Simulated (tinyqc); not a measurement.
Schottky emission and Poole-Frenkel conduction in an insulator, and how to tell them apart: two steps of the calculation.

Schottky emission (electrode-limited): J = As T^2 exp[-(pb - b sqrt(F))/Vt], b = sqrt(q/(4 pi eps0 ei)). Poole-Frenkel emission (bulk-limited): J = s0 F exp[-(pt - 2 b sqrt(F))/Vt]. F in V/cm.

Parameters, values chosen for the exercise; dielectric values close to those of silicon nitride:
```
symbol,value,unit,meaning
T,350,K,temperature
ei,4.31,,high-frequency relative permittivity
es,7.35,,static relative permittivity
pt,1.14,eV,trap depth
s0,4.8,S/cm,Poole-Frenkel prefactor
pb,1,eV,electrode barrier
As,26,A/(cm^2 K^2),Richardson constant
F,0.8,MV/cm,field
```

Constants: q = 1.602176634e-19 C, kB = 1.380649e-23 J/K, Vt = kB T/q, eps0 = 8.8541878128e-14 F/cm where lengths are in cm. Results are converted to the units shown.

Task 1. Both currents at one field. Lowerings b sqrt(F) and 2 b sqrt(F); the image-force maximum lies at sqrt(q/(16 pi eps0 ei F)) from the electrode.

Wanted: Schottky lowering; position of the barrier top; Poole-Frenkel lowering; J, Schottky; J, Poole-Frenkel.

Result 1.

Schottky lowering = 163.5 meV
position of the barrier top = 1.022 nm
Poole-Frenkel lowering = 327.0 meV
J, Schottky = 2.870e-6 A/cm^2
J, Poole-Frenkel = 7.538e-6 A/cm^2

Injection and bulk transport act in series, so the smaller capacity limits the current: here the electrode, by a factor of 2.63.

Task 2. Which mechanism made these data. The data come from another sample of the same dielectric, in which one mechanism alone limits the current. Fit straight lines by least squares: ln J on sqrt(F) (Schottky plot, slope b/Vt) and ln(J/F) on sqrt(F) (Poole-Frenkel plot, slope 2 b/Vt), F in V/cm, and read a permittivity from each slope. The right mechanism gives a value near ei, and in any case between ei and es.

```
point  F (MV/cm)  J (A/cm^2)
0           1.12    2.712e-7
1           1.97    2.198e-6
2           2.81    1.148e-5
3           3.66     4.82e-5
4            4.5   0.0001702
```

Give: slope of the Schottky plot; permittivity read as Schottky; slope of the Poole-Frenkel plot; permittivity read as Poole-Frenkel.

Result 2.

slope of the Schottky plot = 0.006060 (cm/V)^0.5
permittivity read as Schottky = 4.310
slope of the Poole-Frenkel plot = 0.004756 (cm/V)^0.5
permittivity read as Poole-Frenkel = 27.99

Both plots are nearly straight, so straightness decides nothing. Read as Schottky the data give 4.31, which matches ei = 4.31; read as Poole-Frenkel they give 28.0, above even the static value 7.35. The data were made by Schottky emission.

Numbers from tinyqc (`OMP_NUM_THREADS=1 python tinyqc.py 2370152 2370153 out.jsonl`; about 0.01 s on one thread of a shared Intel Xeon 2.30GHz).
